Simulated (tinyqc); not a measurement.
# Worked calculation: hot electrons in a saturated n-channel MOSFET, lucky-electron model

Numbers from tinyqc (`OMP_NUM_THREADS=1 python tinyqc.py 2550169 2550170 out.jsonl`; about 0.01 s on one thread of a shared Intel Xeon 2.30GHz). Printed values are rounded.

Beyond pinch-off the lateral field grows as Esat cosh(y/l) over the velocity-saturated region (pseudo-two-dimensional model). Impact ionisation in this region gives the substrate current, which biases the body forward through Rsub. Currents are per width. Local-field laws: they overstate ionisation when the field peak is narrower than an energy relaxation length.

Parameters, values chosen for the exercise; values close to those of silicon n-channel devices: channel length L = 0.8 um; oxide thickness tox = 17 nm; junction depth xj = 240 nm; threshold VT = 0.58 V; effective mobility mu = 300 cm^2/(V s); saturation velocity vs = 9.5e6 cm/s; ionisation prefactor Ai = 2e6 1/cm; ionisation field Bi = 1.79 MV/cm; resistance of the lightly doped drain Rd = 400 ohm um; substrate resistance Rsub = 11000 ohm um; fall of VT per volt of forward body bias kb = 0.3; hot-electron mean free path lm = 7.3 nm; oxide barrier pb = 3.2 V; prefactor of the gate current Cg = 0.0031; lifetime exponent m = 3.3; lifetime constant Hl = 1700 s uA/um; drain voltage Vd = 4 V; gate voltage Vg = 2.8 V.

Constants: eps0 = 8.8541878128e-14 F/cm where lengths are in cm. Results are converted to the units shown.

## Length and field scales

Cox = 3.9 eps0/tox, l = sqrt(3 tox xj), Esat = 2 vs/mu.

Cox = 0.2031255 uF/cm^2
l = 110.6345 nm
Esat = 0.06333333 MV/cm
Esat L = 5.066667 V

## Iteration 1: body bias from the substrate current

Vb at the start = 0 V

Cox = 3.9 eps0/tox. Overdrive g = Vg - VT + kb Vb; Vdsat = g Esat L/(g + Esat L); Id = Cox vs (g - Vdsat); dV = Vd - Id Rd - Vdsat; Em = sqrt((dV/l)^2 + Esat^2); Isub = Id (Ai/Bi) l Em exp(-Bi/Em). Vb(new) = Rsub Isub.

Vdsat = 1.543641 V
Id = 130.5164 uA/um
dV = 2.404152 V
Em = 0.2263469 MV/cm
Isub = 0.1342803 uA/um
Vb after iteration 1 = 0.001477084 V

## Iteration 2: body bias from the substrate current

As before.

Vdsat = 1.543856 V
Id = 130.5606 uA/um
dV = 2.403920 V
Em = 0.2263267 MV/cm
Isub = 0.1342194 uA/um
Vb after iteration 2 = 0.001476414 V

## Course of the iteration: body bias from the substrate current

Stop when Vb changes by less than 1e-9 V, or after 60 iterations.

Course of the iteration:
```
iteration       Vb (V)  |change| (V)
1          0.001477084       1.48e-3
2          0.001476414       6.70e-7
3          0.001476414      3.04e-10
```

Converged in 3 iterations. The change falls from 0.0015 in the first iteration to below the tolerance in the last.

## Gate current, lifetime and channel shortening

Id = 130.5605 uA/um
dV = 2.403920 V
Em = 0.2263267 MV/cm
Isub = 0.1342195 uA/um

Ig = Cg Id exp(-pb/(lm Em)); lifetime tau = (Hl/Id)(Isub/Id)^(-m); length of the saturated region dL = l ln[(dV/l + Em)/Esat]. 1 year = 3.15576e7 s.

Isub/Id = 0.001028025
Ig = 0.001569037 pA/um
tau = 2991.723 years
dL = 215.3543 nm

The lifetime exceeds ten years. Integrating Ai exp(-Bi/E) over the cosh profile gives Isub/Id = 9.72e-4, so the closed form is 5.8 % above it.
